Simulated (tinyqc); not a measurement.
Worked calculation: LCCD on RHF in the 3-21g basis, for H3+, spin multiplicity 1. Computed by tinyqc, a small Python program that keeps every step (integrals from PySCF). Settings: charge = 1, multiplicity = 1, basis = 3-21g, method = RHF, energy threshold = 1e-10, iteration cap = 90, orthogonalisation = symmetric, start = Wolfsberg-Helmholz matrix, DIIS depth = 6, amplitude equations = LCCD, DIIS depth for amplitudes = 6, cap on updates = 67. Command: `OMP_NUM_THREADS=1 python tinyqc.py 22342 22343 out.jsonl` (the two numbers bound the seeds that draw the settings). One thread of a shared host (Intel(R) Xeon(R) Processor @ 2.60GHz), about 0.07 s of CPU time with the checks. The early iterations of the SCF are left out here.

## One-electron integrals

Geometry (angstrom):

| atom | x | y | z |
|---|---|---|---|
| H | 0.0000 | 0.0000 | 0.0000 |
| H | 0.0000 | 0.0000 | 1.0920 |
| H | 0.0000 | 0.9460 | 0.5460 |

Basis 3-21g: exponents (1/bohr^2) and contraction coefficients of normalised primitives:

| element | l (shell) | exponent | coefficient |
|---|---|---|---|
| H | s (1) | 5.4472 | 0.1563 |
| H | s (1) | 0.8245 | 0.9047 |
| H | s (2) | 0.1832 | 1.0000 |

Overlap, kinetic and nuclear-attraction integrals over the contracted functions; the nuclear repulsion is the sum of Za Zb / Rab.

nuclear repulsion = 1.453553 hartree

overlap S:
```
        1H 1s   1H 2s   2H 1s   2H 2s   3H 1s   3H 2s
1H 1s  1.0000  0.6459  0.1489  0.3392  0.1487  0.3391
1H 2s  0.6459  1.0000  0.3392  0.6770  0.3391  0.6769
2H 1s  0.1489  0.3392  1.0000  0.6459  0.1487  0.3391
2H 2s  0.3392  0.6770  0.6459  1.0000  0.3391  0.6769
3H 1s  0.1487  0.3391  0.1487  0.3391  1.0000  0.6459
3H 2s  0.3391  0.6769  0.3391  0.6769  0.6459  1.0000
```

kinetic energy T (hartree):
```
         1H 1s   1H 2s    2H 1s   2H 2s    3H 1s   3H 2s
1H 1s   1.5494  0.2932  -0.0463  0.0877  -0.0464  0.0877
1H 2s   0.2932  0.2748   0.0877  0.1377   0.0877  0.1376
2H 1s  -0.0463  0.0877   1.5494  0.2932  -0.0464  0.0877
2H 2s   0.0877  0.1377   0.2932  0.2748   0.0877  0.1376
3H 1s  -0.0464  0.0877  -0.0464  0.0877   1.5494  0.2932
3H 2s   0.0877  0.1376   0.0877  0.1376   0.2932  0.2748
```

nuclear attraction V (hartree):
```
         1H 1s    1H 2s    2H 1s    2H 2s    3H 1s    3H 2s
1H 1s  -2.6899  -1.4066  -0.3626  -0.7641  -0.3623  -0.7638
1H 2s  -1.4066  -1.5772  -0.7641  -1.1485  -0.7638  -1.1482
2H 1s  -0.3626  -0.7641  -2.6899  -1.4066  -0.3623  -0.7638
2H 2s  -0.7641  -1.1485  -1.4066  -1.5772  -0.7638  -1.1482
3H 1s  -0.3623  -0.7638  -0.3623  -0.7638  -2.6897  -1.4065
3H 2s  -0.7638  -1.1482  -0.7638  -1.1482  -1.4065  -1.5771
```

core Hamiltonian H = T + V (hartree):
```
         1H 1s    1H 2s    2H 1s    2H 2s    3H 1s    3H 2s
1H 1s  -1.1404  -1.1134  -0.4090  -0.6764  -0.4087  -0.6762
1H 2s  -1.1134  -1.3024  -0.6764  -1.0108  -0.6761  -1.0106
2H 1s  -0.4090  -0.6764  -1.1404  -1.1134  -0.4087  -0.6762
2H 2s  -0.6764  -1.0108  -1.1134  -1.3024  -0.6761  -1.0106
3H 1s  -0.4087  -0.6761  -0.4087  -0.6761  -1.1403  -1.1133
3H 2s  -0.6762  -1.0106  -0.6762  -1.0106  -1.1133  -1.3023
```

## Two-electron integrals

Functions are numbered as in S; the eight-fold symmetry (ij|kl) = (ji|kl) = (kl|ij) leaves the list below.

Two-electron integrals (ij|kl) in chemists' order, unique and non-zero (hartree):
```
(11|11) 1.1401   (21|11) 0.6114   (21|21) 0.3452   (22|11) 0.6264
(22|21) 0.3803   (22|22) 0.4830   (31|11) 0.1211   (31|21) 0.0711
(31|22) 0.0832   (31|31) 0.0227   (32|11) 0.1894   (32|21) 0.1181
(32|22) 0.1574   (32|31) 0.0417   (32|32) 0.0946   (33|11) 0.4819
(33|21) 0.3075   (33|22) 0.4334   (33|31) 0.1211   (33|32) 0.3110
(33|33) 1.1401   (41|11) 0.3110   (41|21) 0.1768   (41|22) 0.1973
(41|31) 0.0417   (41|32) 0.0710   (41|33) 0.1894   (41|41) 0.0946
(42|11) 0.3818   (42|21) 0.2346   (42|22) 0.3069   (42|31) 0.0623
(42|32) 0.1297   (42|33) 0.3818   (42|41) 0.1297   (42|42) 0.2214
(43|11) 0.3075   (43|21) 0.1951   (43|22) 0.2729   (43|31) 0.0711
(43|32) 0.1768   (43|33) 0.6114   (43|41) 0.1181   (43|42) 0.2346
(43|43) 0.3452   (44|11) 0.4334   (44|21) 0.2729   (44|22) 0.3820
(44|31) 0.0832   (44|32) 0.1973   (44|33) 0.6264   (44|41) 0.1574
(44|42) 0.3069   (44|43) 0.3803   (44|44) 0.4830   (51|11) 0.1210
(51|21) 0.0710   (51|22) 0.0831   (51|31) 0.0175   (51|32) 0.0307
(51|33) 0.0814   (51|41) 0.0388   (51|42) 0.0562   (51|43) 0.0513
(51|44) 0.0693   (51|51) 0.0227   (52|11) 0.1893   (52|21) 0.1180
(52|22) 0.1573   (52|31) 0.0307   (52|32) 0.0619   (52|33) 0.1726
(52|41) 0.0656   (52|42) 0.1122   (52|43) 0.1088   (52|44) 0.1492
(52|51) 0.0416   (52|52) 0.0945   (53|11) 0.0814   (53|21) 0.0513
(53|22) 0.0693   (53|31) 0.0175   (53|32) 0.0388   (53|33) 0.1210
(53|41) 0.0307   (53|42) 0.0562   (53|43) 0.0710   (53|44) 0.0831
(53|51) 0.0175   (53|52) 0.0388   (53|53) 0.0227   (54|11) 0.1726
(54|21) 0.1088   (54|22) 0.1492   (54|31) 0.0307   (54|32) 0.0656
(54|33) 0.1893   (54|41) 0.0619   (54|42) 0.1122   (54|43) 0.1180
(54|44) 0.1573   (54|51) 0.0388   (54|52) 0.0925   (54|53) 0.0416
(54|54) 0.0945   (55|11) 0.4818   (55|21) 0.3075   (55|22) 0.4334
(55|31) 0.0815   (55|32) 0.1726   (55|33) 0.4818   (55|41) 0.1726
(55|42) 0.3178   (55|43) 0.3075   (55|44) 0.4334   (55|51) 0.1210
(55|52) 0.3109   (55|53) 0.1210   (55|54) 0.3109   (55|55) 1.1401
(61|11) 0.3109   (61|21) 0.1768   (61|22) 0.1972   (61|31) 0.0389
(61|32) 0.0656   (61|33) 0.1726   (61|41) 0.0926   (61|42) 0.1256
(61|43) 0.1088   (61|44) 0.1492   (61|51) 0.0416   (61|52) 0.0709
(61|53) 0.0307   (61|54) 0.0655   (61|55) 0.1893   (61|61) 0.0945
(62|11) 0.3818   (62|21) 0.2345   (62|22) 0.3068   (62|31) 0.0562
(62|32) 0.1122   (62|33) 0.3178   (62|41) 0.1256   (62|42) 0.2077
(62|43) 0.1988   (62|44) 0.2729   (62|51) 0.0622   (62|52) 0.1296
(62|53) 0.0562   (62|54) 0.1256   (62|55) 0.3818   (62|61) 0.1296
(62|62) 0.2213   (63|11) 0.1726   (63|21) 0.1088   (63|22) 0.1492
(63|31) 0.0389   (63|32) 0.0926   (63|33) 0.3109   (63|41) 0.0656
(63|42) 0.1256   (63|43) 0.1768   (63|44) 0.1972   (63|51) 0.0307
(63|52) 0.0655   (63|53) 0.0416   (63|54) 0.0709   (63|55) 0.1893
(63|61) 0.0619   (63|62) 0.1122   (63|63) 0.0945   (64|11) 0.3178
(64|21) 0.1988   (64|22) 0.2729   (64|31) 0.0562   (64|32) 0.1256
(64|33) 0.3818   (64|41) 0.1122   (64|42) 0.2077   (64|43) 0.2345
(64|44) 0.3068   (64|51) 0.0562   (64|52) 0.1256   (64|53) 0.0622
(64|54) 0.1296   (64|55) 0.3818   (64|61) 0.1122   (64|62) 0.2077
(64|63) 0.1296   (64|64) 0.2213   (65|11) 0.3075   (65|21) 0.1950
(65|22) 0.2729   (65|31) 0.0513   (65|32) 0.1088   (65|33) 0.3075
(65|41) 0.1088   (65|42) 0.1988   (65|43) 0.1950   (65|44) 0.2729
(65|51) 0.0710   (65|52) 0.1768   (65|53) 0.0710   (65|54) 0.1768
(65|55) 0.6114   (65|61) 0.1180   (65|62) 0.2345   (65|63) 0.1180
(65|64) 0.2345   (65|65) 0.3452   (66|11) 0.4334   (66|21) 0.2729
(66|22) 0.3820   (66|31) 0.0694   (66|32) 0.1493   (66|33) 0.4334
(66|41) 0.1493   (66|42) 0.2730   (66|43) 0.2729   (66|44) 0.3820
(66|51) 0.0831   (66|52) 0.1972   (66|53) 0.0831   (66|54) 0.1972
(66|55) 0.6264   (66|61) 0.1573   (66|62) 0.3068   (66|63) 0.1573
(66|64) 0.3068   (66|65) 0.3803   (66|66) 0.4830
```

## Orthogonalisation

S = U s U^T; symmetric (Loewdin) form X = U s^(-1/2) U^T, so that X^T S X = 1.

eigenvalues of S: 0.1824  0.1824  0.4000  0.9917  0.9920  3.2514

X:
```
         1H 1s    1H 2s    2H 1s    2H 2s    3H 1s    3H 2s
1H 1s   1.2436  -0.4968   0.0071   0.0100   0.0072   0.0100
1H 2s  -0.4968   1.6987   0.0100  -0.4106   0.0100  -0.4104
2H 1s   0.0071   0.0100   1.2436  -0.4968   0.0072   0.0100
2H 2s   0.0100  -0.4106  -0.4968   1.6987   0.0100  -0.4104
3H 1s   0.0072   0.0100   0.0072   0.0100   1.2436  -0.4967
3H 2s   0.0100  -0.4104   0.0100  -0.4104  -0.4967   1.6985
```

## Iteration 6 (converged): orbitals

converged F (hartree):
```
         1H 1s    1H 2s    2H 1s    2H 2s    3H 1s    3H 2s
1H 1s  -0.2400  -0.6916  -0.4135  -0.5375  -0.4133  -0.5374
1H 2s  -0.6916  -0.7259  -0.5375  -0.6718  -0.5373  -0.6717
2H 1s  -0.4135  -0.5375  -0.2400  -0.6916  -0.4133  -0.5374
2H 2s  -0.5375  -0.6718  -0.6916  -0.7259  -0.5373  -0.6717
3H 1s  -0.4133  -0.5373  -0.4133  -0.5373  -0.2399  -0.6915
3H 2s  -0.5374  -0.6717  -0.5374  -0.6717  -0.6915  -0.7259
```

Diagonalise F' = X^T F X, C = X C', fill 1 alpha and 1 beta electrons from the bottom; D = 2 C_occ C_occ^T. Each column has its largest component positive (the first on a tie).

F' = X^T F X (hartree):
```
         1        2        3        4        5        6
1   0.2831  -0.6103  -0.1615  -0.1179  -0.1613  -0.1179
2  -0.6103  -0.0308  -0.1179  -0.1638  -0.1179  -0.1638
3  -0.1615  -0.1179   0.2831  -0.6103  -0.1613  -0.1179
4  -0.1179  -0.1638  -0.6103  -0.0308  -0.1179  -0.1638
5  -0.1613  -0.1179  -0.1613  -0.1179   0.2831  -0.6103
6  -0.1179  -0.1638  -0.1179  -0.1638  -0.6103  -0.0308
```

orbital energies (hartree): MO1 -1.0600, MO2 -0.2277, MO3 -0.2276, MO4 0.6620, MO5 0.8050, MO6 0.8052

coefficients C:
```
          MO1      MO2      MO3      MO4      MO5      MO6
1H 1s  0.2517  -0.1315   0.2276   0.7349   0.5292  -0.9171
1H 2s  0.2144  -0.5722   0.9915  -0.5355  -0.6756   1.1705
2H 1s  0.2517  -0.1315  -0.2276   0.7349   0.5292   0.9171
2H 2s  0.2144  -0.5722  -0.9915  -0.5355  -0.6756  -1.1705
3H 1s  0.2517   0.2629   0.0000   0.7345  -1.0591   0.0000
3H 2s  0.2144   1.1445   0.0000  -0.5349   1.3516   0.0000
```

D after iteration 6:
```
        1H 1s   1H 2s   2H 1s   2H 2s   3H 1s   3H 2s
1H 1s  0.1267  0.1079  0.1267  0.1079  0.1267  0.1079
1H 2s  0.1079  0.0919  0.1079  0.0919  0.1079  0.0919
2H 1s  0.1267  0.1079  0.1267  0.1079  0.1267  0.1079
2H 2s  0.1079  0.0919  0.1079  0.0919  0.1079  0.0919
3H 1s  0.1267  0.1079  0.1267  0.1079  0.1267  0.1079
3H 2s  0.1079  0.0919  0.1079  0.0919  0.1079  0.0919
```

## Convergence

Stop when the energy changes by less than 1e-10 hartree and every element of the error matrix X^T (F D S - S D F) X is below 3e-06.

Course of the cycle:

| iteration | E (hartree) | change | largest element of the error matrix |
|---|---|---|---|
| 1 | -1.147355 | - | 1.67e-01 |
| 2 | -1.233305 | -8.59e-02 | 2.59e-02 |
| 3 | -1.235380 | -2.07e-03 | 1.26e-04 |
| 4 | -1.235380 | -4.86e-08 | 9.22e-06 |
| 5 | -1.235380 | -2.59e-10 | 3.56e-07 |
| 6 | -1.235380 | -3.12e-13 | 1.62e-07 |

PySCF RHF in the same basis = -1.235380 hartree

Converged in 6 iterations.

## Integrals over molecular orbitals

(pq|rs) = sum C_ip C_jq C_kr C_ls (ij|kl), one index at a time.

one-electron integrals over orbitals h = C^T H C (hartree):
```
         1        2        3        4        5        6
1  -1.6289   0.0000   0.0000  -0.1105   0.0000   0.0000
2   0.0000  -1.0438   0.0000   0.0001   0.1905   0.0000
3   0.0000   0.0000  -1.0436   0.0000   0.0000   0.1905
4  -0.1105   0.0001   0.0000  -0.2093   0.0000   0.0000
5   0.0000   0.1905   0.0000   0.0000  -0.1528   0.0000
6   0.0000   0.0000   0.1905   0.0000   0.0000  -0.1528
```

Two-electron integrals over orbitals (pq|rs), unique and non-zero (hartree):
```
(11|11) 0.5689      (21|11) -3.07e-05   (21|21) 0.1064      (22|11) 0.4612
(22|21) 0.0539      (22|22) 0.4516      (31|31) 0.1064      (32|31) -0.0539
(32|32) 0.0412      (33|11) 0.4612      (33|21) -0.0539     (33|22) 0.3692
(33|33) 0.4515      (41|11) 0.1105      (41|21) -2.48e-05   (41|22) 0.0646
(41|33) 0.0646      (41|41) 0.0646      (42|11) -3.88e-05   (42|21) 0.0114
(42|22) 0.0066      (42|33) -0.0067     (42|41) -3.04e-05   (42|42) 0.0336
(43|31) 0.0114      (43|32) -0.0067     (43|43) 0.0336      (44|11) 0.4679
(44|21) -6.60e-05   (44|22) 0.4006      (44|33) 0.4006      (44|41) 0.0745
(44|42) -3.03e-05   (44|44) 0.4147      (51|11) -3.41e-06   (51|21) -0.0664
(51|22) -0.0365     (51|33) 0.0365      (51|41) 1.32e-05    (51|42) -0.0394
(51|44) 2.64e-05    (51|51) 0.0766      (52|11) -0.1284     (52|21) -0.0377
(52|22) -0.0949     (52|33) -0.0629     (52|41) -0.0638     (52|42) -0.0204
(52|44) -0.0889     (52|51) 0.0403      (52|52) 0.0963      (53|31) 0.0377
(53|32) -0.0160     (53|43) 0.0204      (53|53) 0.0267      (54|11) 3.00e-05
(54|21) -0.1020     (54|22) -0.0537     (54|33) 0.0537      (54|41) 2.89e-05
(54|42) -0.0199     (54|44) 6.95e-05    (54|51) 0.0761      (54|52) 0.0427
(54|54) 0.1148      (55|11) 0.5172      (55|21) 0.0750      (55|22) 0.4790
(55|33) 0.3891      (55|41) 0.1087      (55|42) 0.0255      (55|44) 0.4461
(55|51) -0.0672     (55|52) -0.1550     (55|54) -0.0859     (55|55) 0.5730
(61|31) -0.0664     (61|32) 0.0365      (61|43) -0.0394     (61|53) -0.0403
(61|61) 0.0766      (62|31) 0.0377      (62|32) -0.0160     (62|43) 0.0204
(62|53) 0.0249      (62|61) -0.0403     (62|62) 0.0268      (63|11) -0.1285
(63|21) 0.0377      (63|22) -0.0629     (63|33) -0.0949     (63|41) -0.0638
(63|42) 0.0204      (63|44) -0.0890     (63|51) -0.0403     (63|52) 0.0446
(63|54) -0.0427     (63|55) -0.0870     (63|63) 0.0963      (64|31) -0.1020
(64|32) 0.0537      (64|43) -0.0199     (64|53) -0.0427     (64|61) 0.0762
(64|62) -0.0428     (64|64) 0.1149      (65|31) -0.0749     (65|32) 0.0449
(65|43) -0.0256     (65|53) -0.0339     (65|61) 0.0671      (65|62) -0.0340
(65|64) 0.0858      (65|65) 0.0716      (66|11) 0.5173      (66|21) -0.0750
(66|22) 0.3892      (66|33) 0.4790      (66|41) 0.1088      (66|42) -0.0256
(66|44) 0.4462      (66|51) 0.0671      (66|52) -0.0871     (66|54) 0.0858
(66|55) 0.4296      (66|63) -0.1550     (66|66) 0.5730
```

## LCCD: starting amplitudes

t_ij^ab = <ij||ab> / (e_i + e_j - e_a - e_b), whose energy is MP2.

Starting amplitudes (spin orbitals 1a, 1b, ...; amplitudes related by a flip of all spins are not repeated):

| from | to | t |
|---|---|---|
| 1a 1b | 2a 2b | -0.0639 |
| 1a 1b | 3a 3b | -0.0639 |
| 1a 1b | 2a 5b | 0.0246 |
| 1a 1b | 3a 6b | 0.0246 |
| 1a 1b | 6a 6b | -0.0205 |
| 1a 1b | 5a 5b | -0.0205 |
| 1a 1b | 4a 4b | -0.0188 |
| 1a 1b | 2a 4b | 9.71e-06 |
| 1a 1b | 4a 5b | -3.67e-06 |

correlation energy = -0.024505 hartree

## LCCD: amplitude update 1

t_ij^ab D_ij^ab are set to the remaining terms of the spin-orbital equations, evaluated with the old amplitudes; for the doubles these are <ij||ab> + 1/2 <ab||ef> t_ij^ef + 1/2 <mn||ij> t_mn^ab + P(ij)P(ab) <mb||ej> t_im^ae, D the orbital-energy denominators (linear CCD).

Amplitudes after update 1 (spin orbitals 1a, 1b, ...; amplitudes related by a flip of all spins are not repeated):

| from | to | t |
|---|---|---|
| 1a 1b | 2a 2b | -0.0863 |
| 1a 1b | 3a 3b | -0.0863 |
| 1a 1b | 2a 5b | 0.0315 |
| 1a 1b | 3a 6b | 0.0315 |
| 1a 1b | 6a 6b | -0.0217 |
| 1a 1b | 5a 5b | -0.0217 |
| 1a 1b | 4a 4b | -0.0197 |
| 1a 1b | 2a 4b | 1.37e-05 |
| 1a 1b | 4a 5b | -5.49e-06 |

correlation energy = -0.031336 hartree

## LCCD: convergence

E_corr = 1/4 sum <ij||ab> t_ij^ab; stop when the norm of the change is below 1e-8.

Course of the amplitude iterations:

| update | correlation energy (hartree) | norm of the change |
|---|---|---|
| 0 | -0.024505 | - |
| 1 | -0.031336 | 6.91e-02 |
| 2 | -0.033524 | 2.47e-02 |
| 3 | -0.034726 | 9.15e-03 |
| 4 | -0.034719 | 1.88e-04 |
| 5 | -0.034719 | 8.59e-06 |
| 6 | -0.034719 | 4.68e-07 |
| 7 | -0.034719 | 6.86e-09 |

Converged amplitudes (spin orbitals 1a, 1b, ...; amplitudes related by a flip of all spins are not repeated):

| from | to | t |
|---|---|---|
| 1a 1b | 2a 2b | -0.0994 |
| 1a 1b | 3a 3b | -0.0994 |
| 1a 1b | 2a 5b | 0.0346 |
| 1a 1b | 3a 6b | 0.0346 |
| 1a 1b | 6a 6b | -0.0206 |
| 1a 1b | 5a 5b | -0.0206 |
| 1a 1b | 4a 4b | -0.0188 |
| 1a 1b | 2a 4b | 1.62e-05 |
| 1a 1b | 4a 5b | -6.35e-06 |

LCCD total energy = -1.270098 hartree

Converged in 7 updates, with DIIS from the third.
